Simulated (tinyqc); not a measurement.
Inside a calculation. Model: BCS gap equation with a constant attraction inside the Debye window. Computed by tinyqc, a small Python program that keeps every step. Command: `OMP_NUM_THREADS=1 python tinyqc.py 3000762 3000763 out.jsonl bcs walk`. One thread of a shared host (Intel(R) Xeon(R) Processor @ 2.30GHz), about 0.01 s of CPU time with the checks. Intermediate numbers are printed to about 5 digits and carried at full precision; extremes and crossings named in words are read from the listed rows.

Pairs attract with strength V for |xi| < k_B Theta; N(0) is the density of states for one spin. Energies are given as temperatures (E/k_B, in K) unless marked.

Inputs (values chosen for the exercise, modelled on aluminium):

| quantity | value | unit |
|---|---|---|
| coupling N(0)V | 0.167 | - |
| Debye temperature Theta | 418 | K |
| temperature T | 0.733 | K |
| Fermi velocity v_F | 1.9e+06 | m/s |
| electron density n | 18.3 | 1e28/m^3 |
| mean free path l | 56 | nm |
| junction resistance R_n | 0.44 | kilo-ohm |

Solver: bisection.

Constants: k_B = 8.617333262e-05 eV/K; hbar = 1.054571817e-34 J s; k_B = 1.380649e-23 J/K; m_0 = 9.1093837015e-31 kg; eps_0 = 8.8541878128e-12 F/m; c = 299792458 m/s; e = 1.602176634e-19 C; h = 6.62607015e-34 J s.

## Gap at zero temperature

At T = 0 the gap equation 1/(N(0)V) = int_0^Theta d xi/sqrt(xi^2 + Delta^2) has the integral arcsinh(Theta/Delta), so Delta_0 = Theta/sinh(1/(N(0)V)); weak coupling gives 2 Theta exp(-1/(N(0)V)).

Delta_0 = 2.0972 K

weak-coupling Delta_0 = 2.0972 K

Delta_0 in meV = 0.18072 meV

## Critical temperature

Gap equation: 1/(N(0)V) = I(Delta, T) = int_0^Theta tanh(E/2T)/E d xi, E = sqrt(xi^2 + Delta^2); 64 Gauss-Legendre points in y with xi = max(Delta, T) sinh(y). T_c solves I(0, T_c) = 1/(N(0)V); the weak-coupling form is T_c = (2 e^C/pi) Theta exp(-1/(N(0)V)) with Euler's C = 0.5772157, and 2 Delta_0/T_c then tends to 2 pi e^-C = 3.528.

T_c = 1.1890 K

weak-coupling T_c = 1.1890 K

2 Delta_0/T_c = 3.5278

T_c/Theta = 0.0028; the ratio lies 0.00 % from 3.528, so the universal weak-coupling laws hold.

## One evaluation of the gap equation

Take Delta = Delta_0 as the trial; the fixed-point update is Delta(new) = N(0)V Delta I(Delta, T).

I(Delta_0, T) = 5.9096

updated Delta = 2.0698 K

## Gap at temperature T

Residual r = N(0)V I - 1, with Delta_0 = Theta/sinh(1/(N(0)V)). Bisection between 0 and Delta_0. Stop when |r| < 1e-9 or after 40 steps.

Iterations:

| step | Delta (K) | residual r |
|---|---|---|
| 1 | 1.0486 | 4.8977e-02 |
| 2 | 1.5729 | 1.8663e-02 |
| 3 | 1.8351 | 2.7081e-03 |
| 4 | 1.9661 | -5.2344e-03 |
| 5 | 1.9006 | -1.2711e-03 |
| 6 | 1.8678 | 7.1685e-04 |
| 7 | 1.8842 | -2.7758e-04 |
| 8 | 1.8760 | 2.1953e-04 |
| 9 | 1.8801 | -2.9057e-05 |
| ... | ... | ... |
| 17 | 1.8797 | -8.9956e-07 |
| 18 | 1.8796 | -4.1409e-07 |
| 19 | 1.8796 | -1.7135e-07 |
| 20 | 1.8796 | -4.9984e-08 |
| 21 | 1.8796 | 1.0700e-08 |
| 22 | 1.8796 | -1.9642e-08 |
| 23 | 1.8796 | -4.4709e-09 |
| 24 | 1.8796 | 3.1146e-09 |
| 25 | 1.8796 | -6.7811e-10 |

converged (1 yes, 0 no) = 1

Delta(T) = 1.8796 K

Converged in 25 steps: Delta(T)/Delta_0 = 0.8963 at T/T_c = 0.616.

## Lengths and fields

xi_0 = hbar v_F/(pi Delta_0); lambda_L = sqrt(m_0 eps_0 c^2/(n e^2)); N(0) = 3 n/(2 m_0 v_F^2) for one spin; condensation energy N(0) Delta_0^2/2 = B_c^2/(2 mu_0), mu_0 = 1/(eps_0 c^2); with scattering lambda = lambda_L sqrt(1 + xi_0/l) in the local limit (where xi_0 and l both exceed lambda, nonlocal response makes the true depth larger); Ginzburg-Landau kappa = 0.96 lambda_L/xi_0 + 0.72 lambda_L/l. Free-electron mass throughout; heavier carriers, as in niobium or vanadium, give a larger lambda_L and kappa and can make the metal type II.

coherence length xi_0 = 2202.7 nm

London depth lambda_L = 12.422 nm

critical field B_c(0) = 9.3779 mT

depth with scattering = 78.893 nm

Ginzburg-Landau kappa = 0.16513

Kappa lies below 1/sqrt(2): type I, and the sample is dirty, l well below xi_0.

## A tunnel junction of this metal

Ambegaokar-Baratoff: I_c R_n = (pi Delta/(2e)) tanh(Delta/2T); Josephson energy E_J = hbar I_c/(2e), given as E_J/h; inductance hbar/(2 e I_c); thermal quasiparticle fraction x = n_qp/(2 N(0) Delta) = sqrt(2 pi T/Delta) exp(-Delta/T), valid for T well below Delta.

I_c R_n = 218.06 microvolt

critical current I_c = 495.59 nA

E_J/h = 246.15 GHz

Josephson inductance = 0.66406 nH

quasiparticle fraction x = 0.12049

## Gap and superfluid density against temperature

Interpolation tanh(1.74 sqrt(T_c/T - 1)); near T_c, 1.74 sqrt(1 - T/T_c). Clean-limit superfluid fraction 1 - (1/2T) int_0^(40 T) cosh^-2(E/2T) d xi (64 points); two-fluid rule 1 - (T/T_c)^4.

Reduced quantities:

| T/T_c | Delta/Delta_0 | tanh form | square-root form | superfluid fraction | two-fluid rule |
|---|---|---|---|---|---|
| 0.10 | 1.00000 | 0.99994 | 1.6507 | 1.00000 | 0.99990 |
| 0.20 | 0.99988 | 0.99810 | 1.5563 | 0.99885 | 0.99840 |
| 0.30 | 0.99712 | 0.99022 | 1.4558 | 0.98176 | 0.99190 |
| 0.40 | 0.98503 | 0.97221 | 1.3478 | 0.92792 | 0.97440 |
| 0.50 | 0.95689 | 0.94023 | 1.2304 | 0.83404 | 0.93750 |
| 0.60 | 0.90699 | 0.88975 | 1.1005 | 0.70668 | 0.87040 |
| 0.70 | 0.82877 | 0.81411 | 0.9530 | 0.55372 | 0.75990 |
| 0.80 | 0.71104 | 0.70137 | 0.7782 | 0.38178 | 0.59040 |
| 0.90 | 0.52634 | 0.52267 | 0.5502 | 0.19595 | 0.34390 |
| 0.95 | 0.38032 | 0.37925 | 0.3891 | 0.09904 | 0.18549 |
| 0.98 | 0.24358 | 0.24358 | 0.2461 | 0.03985 | 0.07763 |

The tanh form misses the gap by at most about 0.017 (at T/T_c = 0.6); the square-root form is within 3 % only from T/T_c = 0.95. The gap keeps 99 % of Delta_0 up to T/T_c = 0.3, since quasiparticles are exponentially few. The two-fluid rule exceeds the BCS superfluid fraction most, by 0.21, at T/T_c = 0.8.

Checks made by the program: weak-coupling T_c, allowing for terms of order exp(-Theta/T_c) (relative difference below 1e-10).
